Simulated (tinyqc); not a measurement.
Cahn-Hilliard equation on a periodic one-dimensional grid: one step, computed by the program tinyqc.

Free energy F = h sum_j [A (c_j^2 - 1)^2/4 + (kappa/2) ((c_(j+1) - c_j)/h)^2]; dc/dt = Lap(mu), mu = A (c^3 - c) - kappa Lap(c), Lap(y)_j = (y_(j+1) - 2 y_j + y_(j-1))/h^2, mobility 1; the grid has n = 16 points.

Question. The first step. Start: c_j = c0 + amplitude x (z_j - mean of z). With Fourier components y_m = sum_j y_j exp(-2 pi i j m/n): c_m(new) = [c_m - dt lambda_m N_m]/(1 + dt kappa lambda_m^2), N = A (c^3 - c), lambda_m = (4/h^2) sin^2(pi m/n).

Inputs (values chosen for the exercise, in reduced units):

| quantity | value | unit |
|---|---|---|
| spacing h | 0.89 | - |
| well depth A | 1.6 | - |
| gradient coefficient kappa | 1.4 | - |
| mean composition c0 | 0.13 | - |
| noise amplitude | 0.02 | - |
| time step dt | 0.026 | - |

Scheme: semi-implicit Fourier.

random numbers: 0.292  0.406  0.710  0.927  -0.686  -0.511  0.263  -0.723  -0.165  -0.666  -0.570  0.859  0.647  -0.141  0.661  0.297

Give: c at the start; mu at the start; c after one step; F at the start; F after one step.

Answer.

c at the start: 0.13384  0.13612  0.14220  0.14654  0.11428  0.11778  0.13326  0.11354  0.12470  0.11468  0.11660  0.14518  0.14094  0.12518  0.14122  0.13394

mu at the start: -0.21451  -0.22047  -0.21984  -0.16474  -0.24366  -0.20701  -0.14722  -0.23390  -0.15898  -0.20218  -0.23114  -0.16938  -0.20066  -0.25335  -0.18023  -0.22315

c after one step: 0.13373  0.13649  0.14302  0.14381  0.11680  0.11825  0.13028  0.11654  0.12243  0.11494  0.11861  0.14306  0.14052  0.12785  0.13900  0.13466

F at the start = 5.5063

F after one step = 5.5056
